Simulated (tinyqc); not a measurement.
Classical nucleation, growth and JMAK kinetics of crystallisation from a melt or glass: one step, computed by the program tinyqc. Command: `OMP_NUM_THREADS=1 python tinyqc.py 3001890 3001891 out.jsonl nucl walk`. One thread of a shared host (Intel(R) Xeon(R) Processor @ 2.30GHz), about 0.01 s of CPU time with the checks.

A spherical nucleus cap on a flat wall with a sharp interface of isotropic energy gamma; lambda = Omega^(1/3) is the jump distance.

Question. Growth velocity. Driving force per volume: dG = H [(T_m - T)/T_m] [2 T/(T_m + T)]. Growth (Wilson-Frenkel): u = (D/lambda) [1 - exp(-dG Omega/(k_B T))]. D = D0 exp(-Q/(k_B T)).

Inputs (values chosen for the exercise, for a model substance):
```
quantity                        value        unit
melting point T_m                1450           K
heat of melting per volume H     2590      J/cm^3
interface energy gamma          0.251       J/m^2
atomic volume Omega              27.5  angstrom^3
temperature T                    1144           K
diffusion prefactor D0        6.8e-07       m^2/s
activation energy Q              2.16          eV
contact angle theta                45     degrees
wall area per volume S_v      6.1e+06         1/m
```

Nucleation: on a flat wall. Driving force: Thompson-Spaepen.

Constants: k_B = 8.617333262e-05 eV/K; k_B = 1.380649e-23 J/K.

Give: growth velocity u.

Answer.

growth velocity u = 3.903e-07 m/s
